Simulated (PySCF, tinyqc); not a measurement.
RHF in the sto-3g basis, for BeH2, spin multiplicity 1, step by step. The lowest restricted solution is unstable here: a spin-polarised one lies 0.0003 hartree lower (PySCF). One step of it, computed by the program tinyqc.

Task: Iteration 1: diagonalisation and new density. Diagonalise F' = X^T F X, C = X C', fill 3 alpha and 3 beta electrons from the bottom; D = 2 C_occ C_occ^T. Each column has its largest component positive (the first on a tie).

Fock matrix F (hartree):
```
            1Be 1s     1Be 2s    1Be 2px    1Be 2py    1Be 2pz      2H 1s      3H 1s
1Be 1s   -5.259805  -1.271743   0.068420   0.100183   0.063803  -0.162586  -0.148737
1Be 2s   -1.271743  -0.675912   0.040894   0.033200  -0.027539  -0.161147  -0.265874
1Be 2px   0.068420   0.040894  -0.092046  -0.054138   0.035185   0.033816   0.085107
1Be 2py   0.100183   0.033200  -0.054138  -0.350394   0.025546  -0.203594   0.260440
1Be 2pz   0.063803  -0.027539   0.035185   0.025546  -0.076578   0.027524  -0.056276
2H 1s    -0.162586  -0.161147   0.033816  -0.203594   0.027524   0.000444  -0.015223
3H 1s    -0.148737  -0.265874   0.085107   0.260440  -0.056276  -0.015223  -0.265149
```

X:
```
            1Be 1s     1Be 2s   1Be 2px    1Be 2py   1Be 2pz      2H 1s      3H 1s
1Be 1s    1.028012  -0.144600  0.000000   0.000347  0.000000   0.018117   0.018609
1Be 2s   -0.144600   1.089852  0.000000  -0.003230  0.000000  -0.146588  -0.153888
1Be 2px   0.000000   0.000000  1.000000   0.000000  0.000000   0.000000   0.000000
1Be 2py   0.000347  -0.003230  0.000000   1.111968  0.000000  -0.204165   0.211788
1Be 2pz   0.000000   0.000000  0.000000   0.000000  1.000000   0.000000   0.000000
2H 1s     0.018117  -0.146588  0.000000  -0.204165  0.000000   1.083092  -0.027561
3H 1s     0.018609  -0.153888  0.000000   0.211788  0.000000  -0.027561   1.089487
```

Give: F' = X^T F X; orbital energies; coefficients C; D after iteration 1.

Result:

F' = X^T F X (hartree):
```
         1        2        3        4        5        6        7
1  -5.2042  -0.5316   0.0666   0.1166   0.0690  -0.0894  -0.0152
2  -0.5316  -0.3918   0.0168  -0.0020  -0.0347  -0.0968  -0.1751
3   0.0666   0.0168  -0.0920  -0.0492   0.0352   0.0406   0.0753
4   0.1166  -0.0020  -0.0492  -0.2287   0.0110  -0.1952   0.2027
5   0.0690  -0.0347   0.0352   0.0110  -0.0766   0.0313  -0.0512
6  -0.0894  -0.0968   0.0406  -0.1952   0.0313   0.1141  -0.0507
7  -0.0152  -0.1751   0.0753   0.2027  -0.0512  -0.0507  -0.1370
```

orbital energies (hartree): MO1 -5.2686, MO2 -0.5030, MO3 -0.3760, MO4 -0.1105, MO5 -0.0616, MO6 0.0419, MO7 0.2616

coefficients C:
```
             MO1      MO2      MO3      MO4      MO5      MO6      MO7
1Be 1s    1.0060  -0.1629  -0.1395  -0.0709   0.0020   0.1237  -0.0071
1Be 2s   -0.0288   0.5916   0.6256   0.3491   0.1121  -0.6083  -0.0848
1Be 2px  -0.0135  -0.1879   0.0691   0.8153   0.3463   0.4074   0.0951
1Be 2py  -0.0272  -0.3685   0.6732  -0.2349   0.0380   0.3287  -0.7540
1Be 2pz  -0.0124   0.1623  -0.0049  -0.3937   0.8938   0.0758   0.1175
2H 1s     0.0258  -0.0204   0.1726  -0.2130  -0.2492   0.3715   0.9803
3H 1s     0.0050   0.4608  -0.0573  -0.1895  -0.1780   0.8641  -0.4762
```

D after iteration 1:
```
          1Be 1s   1Be 2s  1Be 2px  1Be 2py  1Be 2pz    2H 1s    3H 1s
1Be 1s    2.1160  -0.4252   0.0148  -0.1225  -0.0764   0.0104  -0.1242
1Be 2s   -0.4252   1.4845  -0.1351   0.4079   0.1866   0.1903   0.4733
1Be 2px   0.0148  -0.1351   0.0806   0.2323  -0.0613   0.0308  -0.1812
1Be 2py  -0.1225   0.4079   0.2323   1.1795  -0.1255   0.2460  -0.4170
1Be 2pz  -0.0764   0.1866  -0.0613  -0.1255   0.0530  -0.0090   0.1500
2H 1s     0.0104   0.1903   0.0308   0.2460  -0.0090   0.0617  -0.0383
3H 1s    -0.1242   0.4733  -0.1812  -0.4170   0.1500  -0.0383   0.4313
```
